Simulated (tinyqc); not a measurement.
From results back to parameters: four-band model of biased bilayer graphene near K. Five cases, with inputs chosen for the exercise.

Problem. With g1 the hopping between the dimer sites, v0 the velocity of one layer (hbar v) and no skew hoppings, the direct gap at K is U and the smallest gap is U g1/sqrt(U^2 + g1^2), on a ring of radius (U/2 v0) sqrt((2 g1^2 + U^2)/(g1^2 + U^2)). The values below come from hidden g1 and v0.

Find: g1; v0.

Method. 1/gap^2 = 1/U^2 + 1/g1^2 gives g1; the radius then gives v0.

Case 1.

Values chosen (out of a larger set: near those used for Bernal bilayer graphene; not measured data): U = 0.22 eV (potential difference of the layers).

smallest gap = 0.1947828 eV
radius = 0.0216182 1/angstrom

Solution.

g1 = 0.419 eV
v0 = 6.796 eV angstrom

Case 2.

Values chosen (out of a larger set: near those used for Bernal bilayer graphene; not measured data): U = 0.18 eV (potential difference of the layers).

smallest gap = 0.1653231 eV
radius = 0.0202684 1/angstrom

Solution.

g1 = 0.418 eV
v0 = 6.029 eV angstrom

Case 3.

Values chosen (out of a larger set: near those used for Bernal bilayer graphene; not measured data): U = 0.19 eV (potential difference of the layers).

smallest gap = 0.1645336 eV
radius = 0.0186082 1/angstrom

Solution.

g1 = 0.329 eV
v0 = 6.753 eV angstrom

Case 4.

Values chosen (out of a larger set: near those used for Bernal bilayer graphene; not measured data): U = 0.42 eV (potential difference of the layers).

smallest gap = 0.2877395 eV
radius = 0.0432920 1/angstrom

Solution.

g1 = 0.395 eV
v0 = 5.880 eV angstrom

Case 5.

Values chosen (out of a larger set: near those used for Bernal bilayer graphene; not measured data): U = 0.43 eV (potential difference of the layers).

smallest gap = 0.2551579 eV
radius = 0.0387290 1/angstrom

Solution.

g1 = 0.317 eV
v0 = 6.455 eV angstrom

Computed by tinyqc, one run a case: `OMP_NUM_THREADS=1 python tinyqc.py N N+1 out.jsonl` with N = 1451542, 1451655, 1451676, 1451691, 1451701; one thread of a shared Intel(R) Xeon(R) Processor @ 2.30GHz, about 0.1 s a run at most.
